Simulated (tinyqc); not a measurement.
Standing waves and exposure in a photoresist film: one step. Intensity and exposure over the lowest period. Four cases, with inputs chosen for the exercise.

Question. Nine depths from d - period to d. Without bleaching during the exposure the share of unexposed compound is m = exp(-C D I).

Normal incidence from air. Unexposed resist: N1 = n1 + i k1 with k1 = (A + B) lam/(4 pi), lam in micrometres. r01 = (1 - N1)/(1 + N1), t01 = 2/(1 + N1). Substrate Ns = ns + i ks: r12 = (N1 - Ns)/(N1 + Ns). With p = exp(2 pi i N1 d/lam), the field at depth z is E(z) = t01 [exp(2 pi i N1 z/lam) + r12 p^2 exp(-2 pi i N1 z/lam)]/(1 + r01 r12 p^2), the relative intensity I(z) = n1 |E(z)|^2 and the reflectance R = |(r01 + r12 p^2)/(1 + r01 r12 p^2)|^2.

Give: Profile.

Case 1.

Values chosen (a resist on Al, indices near tabulated ones; shifted at random, so the results belong to these values and not to a real crystal): d = 1032 nm (resist thickness); lam = 365 nm (vacuum wavelength); C = 0.029 cm^2/mJ (exposure rate (Dill C)); D = 30 mJ/cm^2 (incident dose).

N1 = 1.6930000+0.0197511i
r12 = -0.704101-0.614802i
period = 107.7968 nm

Answer.

Profile:

| z (nm) | I | m |
|---|---|---|
| 924.2 | 0.239 | 0.812 |
| 937.7 | 0.010 | 0.991 |
| 951.2 | 0.326 | 0.753 |
| 964.6 | 1.001 | 0.418 |
| 978.1 | 1.640 | 0.240 |
| 991.6 | 1.867 | 0.197 |
| 1005.1 | 1.549 | 0.260 |
| 1018.5 | 0.872 | 0.468 |
| 1032.0 | 0.232 | 0.817 |

I runs from 0.010 to 1.867 on these points, so m runs from 0.197 to 0.991; the least exposed point listed lies 94.3 nm above the bottom.

Case 2.

Values chosen (a resist on Si, indices near tabulated ones; shifted at random, so the results belong to these values and not to a real crystal): d = 906 nm (resist thickness); lam = 365 nm (vacuum wavelength); C = 0.038 cm^2/mJ (exposure rate (Dill C)); D = 80 mJ/cm^2 (incident dose).

N1 = 1.7210000+0.0095851i
r12 = -0.625070-0.119499i
period = 106.0430 nm

Answer.

Profile:

| z (nm) | I | m |
|---|---|---|
| 800.0 | 0.153 | 0.627 |
| 813.2 | 0.322 | 0.375 |
| 826.5 | 1.028 | 0.044 |
| 839.7 | 1.855 | 0.004 |
| 853.0 | 2.318 | 0.001 |
| 866.2 | 2.144 | 0.001 |
| 879.5 | 1.434 | 0.013 |
| 892.7 | 0.602 | 0.160 |
| 906.0 | 0.135 | 0.664 |

I runs from 0.135 to 2.318 on these points, so m runs from 0.001 to 0.664; the least exposed point listed lies 0.0 nm above the bottom.

Case 3.

Values chosen (a resist on Al, indices near tabulated ones; shifted at random, so the results belong to these values and not to a real crystal): d = 534 nm (resist thickness); lam = 248 nm (vacuum wavelength); C = 0.028 cm^2/mJ (exposure rate (Dill C)); D = 80 mJ/cm^2 (incident dose).

N1 = 1.7700000+0.0179590i
r12 = -0.459408-0.818903i
period = 70.0565 nm

Answer.

Profile:

| z (nm) | I | m |
|---|---|---|
| 463.9 | 0.497 | 0.329 |
| 472.7 | 0.043 | 0.909 |
| 481.5 | 0.128 | 0.750 |
| 490.2 | 0.703 | 0.207 |
| 499.0 | 1.431 | 0.041 |
| 507.7 | 1.883 | 0.015 |
| 516.5 | 1.796 | 0.018 |
| 525.2 | 1.219 | 0.065 |
| 534.0 | 0.491 | 0.333 |

I runs from 0.043 to 1.883 on these points, so m runs from 0.015 to 0.909; the least exposed point listed lies 61.3 nm above the bottom.

Case 4.

Values chosen (a resist on Cu, indices near tabulated ones; shifted at random, so the results belong to these values and not to a real crystal): d = 147 nm (resist thickness); lam = 193 nm (vacuum wavelength); C = 0.015 cm^2/mJ (exposure rate (Dill C)); D = 80 mJ/cm^2 (incident dose).

N1 = 1.7020000+0.0075256i
r12 = 0.000358-0.511695i
period = 56.6980 nm

Answer.

Profile:

| z (nm) | I | m |
|---|---|---|
| 90.3 | 0.966 | 0.314 |
| 97.4 | 0.419 | 0.605 |
| 104.5 | 0.191 | 0.795 |
| 111.6 | 0.414 | 0.608 |
| 118.7 | 0.957 | 0.317 |
| 125.7 | 1.499 | 0.165 |
| 132.8 | 1.723 | 0.126 |
| 139.9 | 1.496 | 0.166 |
| 147.0 | 0.950 | 0.320 |

I runs from 0.191 to 1.723 on these points, so m runs from 0.126 to 0.795; the least exposed point listed lies 42.5 nm above the bottom.

Computed by tinyqc, one run a case: `OMP_NUM_THREADS=1 python tinyqc.py N N+1 out.jsonl` with N = 1650239, 1650445, 1651182, 1651246; one thread of a shared Intel(R) Xeon(R) Processor @ 2.30GHz, about 0.01 s a run at most.
